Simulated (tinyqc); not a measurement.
The size of the error: propagation of a band-gap error through k.p and effective-mass formulas.

Chain, for a gap E (the reference Eg or another value), with Ep and Dso kept: 1/me = 1 + Ep (E + 2 Dso/3)/(E (E + Dso)); g* = 2 - 2 Ep Dso/(3 E (E + Dso)); g1(E) = g1 + (Ep/3)(1/E - 1/Eg), g2(E) = g2 + (Ep/6)(1/E - 1/Eg), light hole 1/(g1 + 2 g2), heavy hole 1/(g1 - 2 g2) along [100]; optical constant ei(E) = 1 + (ei - 1)(EP/(EP + E - Eg))^2, static e0(E) = ei(E) + e0 - ei.

Donor: R = Ry me/e0^2, a_B = a0 e0/me, Mott density (0.26/a_B)^3. Nc, Nv = 2 (m kT/(4 pi c))^(3/2), c = hbar^2/2m0, ni = sqrt(Nc Nv) exp(-E/2kT). Exciton: Ry mu/e0^2 with 1/mu = 1/me + g1(E). 1 angstrom^-3 = 1e24 cm^-3.

Constants: Ry = 13.60569312 eV; a0 (Bohr radius) = 0.5291772105 angstrom; kB = 8.617333262e-05 eV/K; hbar^2/2m0 = 3.80998211 eV angstrom^2.

Inputs chosen for the exercise (reference values near those of GaAs, gap at low temperature; not measured data):

| symbol | value | unit | meaning |
|---|---|---|---|
| Eg | 1.49 | eV | gap at Gamma to the s-like level |
| Dso | 0.342 | eV | spin-orbit splitting |
| Ep | 25.7 | eV | Kane energy |
| g1 | 6.98 |  | Luttinger gamma1 |
| g2 | 2.06 |  | gamma2 |
| e0 | 12.91 |  | static dielectric constant |
| ei | 11.04 |  | optical dielectric constant |
| EP | 5.34 | eV | mean (Penn) gap |
| mh | 0.5 | m0 | density-of-states mass of the holes |
| T | 400 | K | temperature |

E = f Eg; ratios against f = 1.

Results:

| f | E (eV) | me ratio | light-hole ratio | e0 ratio | donor ratio | Mott ratio | g* | log10 ni ratio |
|---|---|---|---|---|---|---|---|---|
| 0.25 | 0.372 | 0.291 | 0.243 | 1.466 | 0.135 | 0.00783 | -20.016 | 6.64 |
| 0.40 | 0.596 | 0.442 | 0.392 | 1.344 | 0.244 | 0.0355 | -8.481 | 5.37 |
| 0.60 | 0.894 | 0.634 | 0.591 | 1.208 | 0.435 | 0.145 | -3.303 | 3.61 |
| 1.00 | 1.490 | 1.000 | 1.000 | 1.000 | 1.000 | 1.00 | -0.147 | 0.00 |
| 1.20 | 1.788 | 1.176 | 1.209 | 0.920 | 1.390 | 2.09 | 0.461 | -1.82 |
| 1.50 | 2.235 | 1.432 | 1.527 | 0.821 | 2.124 | 5.31 | 0.983 | -4.58 |
| 2.00 | 2.980 | 1.841 | 2.075 | 0.698 | 3.782 | 18.4 | 1.408 | -9.19 |

Give the missing row, f = 0.80.

Computed row:
```
f     E (eV)  me ratio  light-hole ratio  e0 ratio  donor ratio  Mott ratio      g*  log10 ni ratio
0.80   1.192     0.819             0.794     1.095        0.684       0.420  -1.205            1.81
```

Between f = 0.8 and 1.2 the mean powers d ln(ratio)/d ln f are 0.89 for me, 1.04 for the light hole, -0.43 for e0, 1.75 for the donor energy and 3.96 for the Mott density; ni moves by -0.61 decades per 0.1 eV, against -0.1 eV/(2 kT ln 10) = -0.63 from the exponential alone, the rest coming from Nc through me^(3/4). g* changes sign between f = 1.00 and 1.20; the place of this zero hangs on remote bands, which are left out.

Run: tinyqc, `OMP_NUM_THREADS=1 python tinyqc.py 1850399 1850400 out.jsonl`; Intel(R) Xeon(R) Processor @ 2.30GHz, one thread, shared host; about 0.01 s of CPU time with all checks.
